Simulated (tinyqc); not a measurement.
Hubbard chain of 3 sites, step by step. One step of it, computed by the program tinyqc.

Task: Mean-field iteration 2. H(up) = T + U n(down), H(down) = T + U n(up); fill the lowest levels; n(new) = n + mixing (n(out) - n); E = tr T (rho up + rho down) + U sum n_up n_down of the output.

one-body matrix (hopping and site energies) (eV):
```
           1          2          3
1   0.000000  -0.990000   0.000000
2  -0.990000   0.000000  -0.990000
3   0.000000  -0.990000   0.000000
```

U = 4.500000 eV

electrons, up and down: 2  1

mixing = 0.500000

n(up) after iteration 1: 1 0.708500, 2 0.583500, 3 0.708500

n(down) after iteration 1: 1 0.291500, 2 0.416500, 3 0.291500

Give: levels, up; levels, down; energy; n(up) after iteration 2; n(down) after iteration 2.

Result:

levels, up (eV): 0.1650  1.3117  3.0210

levels, down (eV): 1.4790  3.1883  4.3350

energy = -0.2198 eV

n(up) after iteration 2: 1 0.7539, 2 0.4925, 3 0.7539

n(down) after iteration 2: 1 0.2461, 2 0.5075, 3 0.2461
